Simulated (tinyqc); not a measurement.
Worked calculation: Hueckel theory of the pi electrons, for the molecule BC1=CC=C1Cl (SMILES; centres numbered as the heavy atoms are written). One step of it, computed by the program tinyqc.

Question. Orbitals. Diagonalise; E = alpha + x beta with beta < 0, so the largest x are filled first; degenerate levels share their electrons. P = sum n_i c_ri c_si; each orbital has its largest coefficient positive (the first on a tie).

Hueckel matrix in units of beta (H = alpha + beta A), lower triangle:
```
            1B        2C        3C        4C        5C       6Cl
1B   -1.000000
2C    0.700000  0.000000
3C    0.000000  1.000000  0.000000
4C    0.000000  0.000000  1.000000  0.000000
5C    0.000000  1.000000  0.000000  1.000000  0.000000
6Cl   0.000000  0.000000  0.000000  0.000000  0.400000  2.000000
```

pi electrons, sum of z_r less the charge = 6

Give: x values; occupations; coefficients; charge and bond-order matrix P.

Answer.

x values: 2.2405  1.8520  0.2014  -0.0392  -1.1216  -2.1331

occupations: 2.0000  2.0000  2.0000  0.0000  0.0000  0.0000

coefficients:
```
        MO1      MO2      MO3      MO4      MO5      MO6
1B   0.0749  -0.0966  -0.3752  -0.0013   0.8569  -0.3316
2C   0.3465  -0.3936  -0.6440  -0.0018  -0.1489   0.5368
3C   0.2989  -0.4054   0.0785   0.7007  -0.2114  -0.4523
4C   0.3231  -0.3571   0.6598  -0.0256   0.3860   0.4280
5C   0.4251  -0.2560   0.0544  -0.6997  -0.2215  -0.4606
6Cl  0.7070   0.6916  -0.0121   0.1372   0.0284   0.0446
```

charge and bond-order matrix P, lower triangle:
```
          1B       2C       3C       4C      5C     6Cl
1B    0.3114
2C    0.6111   1.3794
3C    0.0642   0.4252   0.5196
4C   -0.3777  -0.3446   0.5862   1.3345
5C    0.0723   0.4260   0.4702   0.5294  0.4984
6Cl  -0.0187  -0.0389  -0.1400  -0.0530  0.2457  1.9567
```
